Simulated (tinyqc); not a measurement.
# Changing the temperature T

Model: leakage through a gate insulator: direct, Fowler-Nordheim, trap-assisted and Poole-Frenkel currents. Computed by tinyqc, a small Python program. Command: `OMP_NUM_THREADS=1 python tinyqc.py 3007872 3007873 out.jsonl oxideleak sweep`. One thread of a shared host (Intel(R) Xeon(R) Processor @ 2.30GHz), about 0.01 s of CPU time with the checks.

Electrons enter from the cathode Fermi level at x = 0; the conduction band of the insulator lies phi_b - e F x above it, F = V/t. WKB exponents use a parabolic band with mass m.

Inputs (values chosen for the exercise, with an insulator like SiO2):
```
quantity,value,unit
thickness t,6.2,nm
barrier phi_b,2.97,eV
tunnelling mass m,0.42,m_0
static constant eps_ox,3.86,-
optical constant eps_opt,2.21,-
voltage across the insulator V,2.6,V
trap depth phi_t,1.6,eV
trap density N_t,2.5e+17,cm^-3
attempt rate nu_0,4e+12,1/s
activation of capture E_a,0.11,eV
```

Constants: hbar^2/(2 m_0) = 3.80998212 eV angstrom^2; e = 1.602176634e-19 C; hbar = 1.054571817e-34 J s; k_B = 8.617333262e-05 eV/K; eps_0 = 8.8541878128e-12 F/m.

Method:
- For a level a distance phi(x) below the band, the WKB exponent is 2 int kappa dx with kappa = sqrt(m phi/(hbar^2/2m_0)); for a linear barrier from phi_1 down to phi_2 = max(phi_1 - e F d, 0) it is G = (4/3) sqrt(m/(hbar^2/2m_0)) (phi_1^(3/2) - phi_2^(3/2))/(e F).
- J_tun = e^3 F^2/(16 pi^2 hbar m phi_b) x exp(-G) / [1 - sqrt(phi_2/phi_b)]^2 with the free-electron mass in the cathode (m in m_0), phi_2 = max(phi_b - e V, 0): direct tunnelling for e V < phi_b, Fowler-Nordheim above. Image forces, back-flow and the limit on supply are left out, so J_tun is overstated below about 0.5 V.
- Equivalent oxide thickness = 3.9 t/eps_ox.
- A trap at depth x lies phi_t below the band. Capture: tunnel at the cathode Fermi level from 0 to x (G_in from phi_1 = phi_b), rate nu_0 exp(-G_in - E_c/k_B T) with E_c = E_a + max(phi_b - phi_t - e F x, 0), the last term being the height of the trap above the cathode Fermi level. Emission: tunnel from the trap level to the anode (G_out from phi_1 = phi_t over t - x), rate nu_0 exp(-G_out - E_a/k_B T). Re-emission to the cathode follows from detailed balance, rate_back = rate_in exp(dE/k_B T) with dE = phi_b - phi_t - e F x. Each trap passes R = rate_in rate_out/(rate_in + rate_back + rate_out) electrons per second; filling from the anode is left out.
- J_TAT = e N_t int_0^t R dx by the midpoint rule on 400 intervals; the most effective depth is the midpoint with the largest R, rounded to 0.01 nm.
- Poole-Frenkel emission over the lowered barrier of a charged trap: lowering sqrt(e F/(pi eps_opt eps_0)); J_PF = e N_t^(2/3) nu_0 exp(-(phi_t - lowering)/k_B T), one sheet of traps emitting with supply unlimited (an upper bound).

One run for each value:
```
temperature T (K),trap-assisted current J_TAT (A/cm^2),Poole-Frenkel bound J_PF (A/cm^2),tunnelling current J_tun (A/cm^2),most effective depth (nm)
200,3.238e-14,2.699e-09,1.910e-15,3.26
240,1.049e-13,5.757e-07,1.910e-15,3.26
290,3.089e-13,5.862e-05,1.910e-15,3.26
330,6.152e-13,8.633e-04,1.910e-15,3.26
370,1.126e-12,7.108e-03,1.910e-15,3.26
410,1.981e-12,3.879e-02,1.910e-15,3.26
460,3.965e-12,2.136e-01,1.910e-15,3.26
500,6.961e-12,6.542e-01,1.910e-15,3.26
```

What does the table show, and why?

Over the rows, trap-assisted current J_TAT (A/cm^2) rises from 3.24e-14 to 6.96e-12 (exponent d ln y / d ln x between 5.3 and 6.7); Poole-Frenkel bound J_PF (A/cm^2) rises from 2.70e-9 to 0.654 (exponent d ln y / d ln x 29 between the first rows and 13 between the last); tunnelling current J_tun (A/cm^2) does not change. The exponent of tunnelling current J_tun stays at 0: tunnelling from the Fermi level does not depend on T in this formula. Arrhenius lines give 0.150 eV for J_TAT (E_a = 0.11 eV, more where the traps lie above the cathode Fermi level) and 0.555 eV for J_PF, the lowered depth.

Caution (all rows): the film is too thin for the Poole-Frenkel picture (the lowering is a large part of the whole drop, or the traps are further apart than the film is thick), so J_PF is only nominal.

Extremes, crossings and ranges named in words are read from the listed rows.
